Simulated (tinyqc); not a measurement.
Inside a calculation: quantum well in an electric field by finite differences. Values are carried at full precision from step to step, so a last printed digit may differ when a step is redone from the rounded ones.

Finite differences on points z_i at the centres of cells of width h: H_ii = (c/h^2)(1/m_(i-1/2) + 1/m_(i+1/2)) + V_i, H_(i,i+1) = -(c/h^2)/m_(i+1/2), where m_(i+1/2) is the mean of the masses at the two points (the end values are repeated outwards), psi = 0 on the points beyond both ends, c = hbar^2/2m0. The field adds e F (z - z0) with z0 the middle of the structure; 1 kV/cm = 1e-5 eV/angstrom.

Constants: hbar^2/2m0 = 3.80998211 eV angstrom^2.

Values chosen for the exercise (near those of an InGaAs well in InP; shifted at random, so the results belong to these values and not to a real crystal): layers = ((112, 0.246, 0.0782), (112, 0, 0.0399), (112, 0.246, 0.0782)) (each layer: thickness in angstrom, band edge in eV, mass in m0); F = 25 kV/cm (field along z); h = 28 angstrom (cell width of the coarse grid); hf = 1.75 angstrom (cell width of the fine grid).

## The coarse grid

List the points, the potential with the field, and the masses.

Grid:
```
i   z (angstrom)   V (eV)  m (m0)
1           14.0   0.2075  0.0782
2           42.0   0.2145  0.0782
3           70.0   0.2215  0.0782
4           98.0   0.2285  0.0782
5          126.0  -0.0105  0.0399
6          154.0  -0.0035  0.0399
7          182.0   0.0035  0.0399
8          210.0   0.0105  0.0399
9          238.0   0.2635  0.0782
10         266.0   0.2705  0.0782
11         294.0   0.2775  0.0782
12         322.0   0.2845  0.0782
```

## The tridiagonal Hamiltonian

Form the diagonal and the neighbouring elements; V in the grid already includes the field.

diagonal H_ii (eV): 0.3318  0.3388  0.3458  0.3729  0.1936  0.2401  0.2471  0.2146  0.4079  0.3948  0.4018  0.4088

H_(i,i+1) (eV): -0.0621  -0.0621  -0.0621  -0.0823  -0.1218  -0.1218  -0.1218  -0.0823  -0.0621  -0.0621  -0.0621

## Lowest levels on the coarse grid

Diagonalise the symmetric tridiagonal matrix; give the three lowest levels and the weights u_i^2 (sum 1) of the two lowest.

levels (eV): 0.0269  0.1179  0.2388

weights on the points:
```
             1      2      3      4      5      6      7      8      9     10     11     12
level 1  0.000  0.000  0.001  0.014  0.228  0.329  0.278  0.144  0.007  0.000  0.000  0.000
level 2  0.000  0.000  0.004  0.043  0.353  0.053  0.133  0.379  0.034  0.002  0.000  0.000
```

## Halving the cell width

The same with h, h/2, ..., h/32. The end points move with h, since psi vanishes half a cell beyond the structure. Richardson value (4 E(h/32) - E(h/16))/3.

Convergence:
```
cell (angstrom)  points  E1 (eV)  E2 (eV)  E1 - finest (meV)
28.0000              12  0.02690  0.11794             -6.707
14.0000              24  0.03151  0.13292             -2.098
7.0000               48  0.03305  0.13707             -0.555
3.5000               96  0.03347  0.13814             -0.135
1.7500              192  0.03358  0.13840             -0.027
0.8750              384  0.03361  0.13847              0.000
```

Richardson values of E1, E2 (eV): 0.03362  0.13849

The coarse grid is 6.7 meV too low in E1. The last differences between rows shrink by a factor 4.0 (4 for a pure h^2 error, 2 for one linear in h).

## Positions and dipoles on the fine grid

With h sum psi^2 = 1: <z - z0> of three levels, |z_12| and |z_13|, the mass m1 from 1/m1 = <1|1/m|1>, and f_1j = (m1/c)(E_j - E_1) z_1j^2.

levels (eV): 0.0336  0.1384  0.2504

<z - z0> (angstrom): -4.2  0.1  -93.9

|z_12|, |z_13| (angstrom): 29.41  0.06

m1 = 0.0408 m0

f_12, f_13: 0.971  0.000

Parity is broken, so the 1-3 transition is allowed, with 7.6e-06 times the strength of 1-2. E2 - E1 = 104.8 meV, a wavelength of 11.8 micrometre (hc = 1239.841984 eV nm). Level 3 lies above the lowest point of the outer barriers, so it is a resonance or a state of the finite grid, and values that rest on it depend on the ends of the grid.

## Checks

- E1 at zero field on the grid h/32 against transfer matrices between the same hard ends, eV: both 0.0341.

Computed by tinyqc, a small Python program: `OMP_NUM_THREADS=1 python tinyqc.py 1282745 1282746 out.jsonl` (the numbers bound the seed that draws the inputs); one thread of a shared host (Intel(R) Xeon(R) Processor @ 2.30GHz), about 0.01 s for the whole set of steps.
